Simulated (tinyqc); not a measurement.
# From image lowering back to doping N

Model: current of a Schottky diode by thermionic-emission-diffusion theory, and its read-back from I-V-T and C-V data. Computed by tinyqc, a small Python program. Command: `OMP_NUM_THREADS=1 python tinyqc.py 3005106 3005107 out.jsonl schottky inv`. One thread of a shared host (Intel(R) Xeon(R) Processor @ 2.30GHz), about 0.01 s of CPU time with the checks.

Full ionisation, no tunnelling, no recombination current. V is the voltage across the junction itself, forward positive.

Inputs (values chosen for the exercise, modelled on n-type amorphous oxide): Richardson constant A* = 39.9 A/(cm^2 K^2); effective density of states at 300 K, N_c = 5.1e+18 1/cm^3; permittivity eps = 10; mobility mu = 9.4 cm^2/(V s); barrier without image force phi_0 (mean) = 0.843 eV; junction voltage V = 0.21 V; temperature T = 200 K; standard deviation sigma = 86 meV; relative change of sigma^2 with bias, rho = 0.43 1/V.

Barrier: Gaussian spread of heights.

Constants: k_B = 8.617333262e-05 eV/K; e = 1.602176634e-19 C; eps_0 = 8.8541878128e-12 F/m.

Method. N_c(T) = N_c (T/300 K)^(3/2); V_bi = phi_0 - (k_B T/e) ln(N_c(T)/N); surface field F = sqrt(2 e N (V_bi - V - k_B T/e)/(eps eps_0)); image lowering d_phi = sqrt(e F/(4 pi eps eps_0)); effective barrier phi = phi_0 - d_phi - sigma^2 (1 - rho V)/(2 k_B T).

Task: A run gave the result below. Find the doping N, known to lie between 1.3e+16 and 3.1e+16 1/cm^3.

image lowering = 30.60791 meV

Result:

Each step takes the trial c = (a f_b - b f_a)/(f_b - f_a), f being the result less the target and a, b, c the logarithms of the listed values; c replaces end b, the old b replaces a if the sign of f changed, and otherwise f_a is halved.

Scan of the range:
```
doping N (1/cm^3)  image lowering (meV)
1.30e+16                        26.7302
1.50e+16                        27.7363
1.74e+16                        28.8198
2.01e+16                        29.9131
2.32e+16                        31.0413
2.68e+16                        32.2186
3.10e+16                        33.4518
```

False position (Illinois rule, in the logarithm of the input) inside the bracket:
```
step        end a        end b        trial  image lowering (meV)
1     2.01000e+16  2.32000e+16  2.19563e+16               30.6030
2     2.32000e+16  2.19563e+16  2.19699e+16               30.6079
3     2.32000e+16  2.19699e+16  2.19701e+16               30.6079
4     2.19699e+16  2.19701e+16  2.19700e+16               30.6079
```

Image lowering rises at every point of a 13-point scan of the range (every second point is shown), so one value fits; it is bracketed by 2.01e16 and 2.32e16. Answer: doping N = 2.197e16 1/cm^3.

Caution: the current comes from the far low tail of the Gaussian, where pinch-off of small patches makes the formula unreliable.
